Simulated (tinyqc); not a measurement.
Bound state in one dimension: Numerov shooting, finite differences, DVR, step by step. Computed by tinyqc, a small Python program that keeps every step. Settings: points = 48. Command: `OMP_NUM_THREADS=1 python tinyqc.py 24071 24072 out.jsonl` (the two numbers bound the seeds that draw the settings). One thread of a shared host (Intel(R) Xeon(R) Processor @ 2.60GHz), about 0.01 s of CPU time with the checks.

## Numerov steps at E = 0.1

One particle of mass 1 in V = 5.35 (1 - exp(-0.52 x))^2 (atomic units), psi = 0 at both ends:
```
parameter                 value
left end              -1.600000
right end                     7
intervals                    48
h                      0.179167
state sought (nodes)          2
```

k_i = 2 m (E - V_i); (1 + h^2 k_(i+1)/12) y_(i+1) = 2 (1 - 5 h^2 k_i/12) y_i - (1 + h^2 k_(i-1)/12) y_(i-1), from y_0 = 0, y_1 = 0.001.

Points along the way:
```
i           x         V           k         y
0   -1.600000  9.012451  -17.824902  0.000000
1   -1.420833  6.397124  -12.594247  0.001000
2   -1.241667  4.403677   -8.607355  0.002392
3   -1.062500  2.910621   -5.621242  0.004435
4   -0.883333  1.818520   -3.437040  0.007267
5   -0.704167  1.046123   -1.892245  0.010889
16   1.266667  1.245302   -2.290604  0.076991
17   1.445833  1.494313   -2.788626  0.095528
18   1.625000  1.740916   -3.281831  0.122740
19   1.804167  1.981968   -3.763936  0.163083
20   1.983333  2.215178   -4.230356  0.223452
21   2.162500  2.438931   -4.677863  0.314687
```

## Bisection on the node count

With more sign changes than the state has nodes (the last point included) the energy is too high, else too low; the bracket starts as 0.1 to 10.

Trials:
```
trial           E  sign changes  y at the right end   next
1      5.05000000             5           -3.24e-03  lower
2      2.57500000             2            2.03e+01  raise
3      3.81250000             3           -3.72e-01  lower
4      3.19375000             2            2.16e+00  raise
5      3.50312500             3           -2.65e-01  lower
6      3.34843750             2            4.68e-01  raise
7      3.42578125             2            9.14e-03  raise
8      3.46445312             3           -1.48e-01  lower
9      3.44511719             3           -7.47e-02  lower
10     3.43544922             3           -3.42e-02  lower
11     3.43061523             3           -1.29e-02  lower
12     3.42819824             3           -1.95e-03  lower
13     3.42698975             2            3.57e-03  raise
14     3.42759399             2            8.03e-04  raise
...           ...           ...                 ...    ...
28     3.42776995             3           -1.53e-07  lower
29     3.42776993             3           -6.87e-08  lower
30     3.42776992             3           -2.67e-08  lower
```

eigenvalue = 3.42776992 hartree

## The same grid by other methods

Three-point finite differences and the sine-DVR kinetic matrix of Colbert and Miller on the same points.

Lowest levels (hartree):
```
state  finite differences       DVR
0                0.817536  0.819993
1                2.249373  2.258718
2                3.410865  3.427955
3                4.302006  4.322973
4                4.960933  4.984286
```
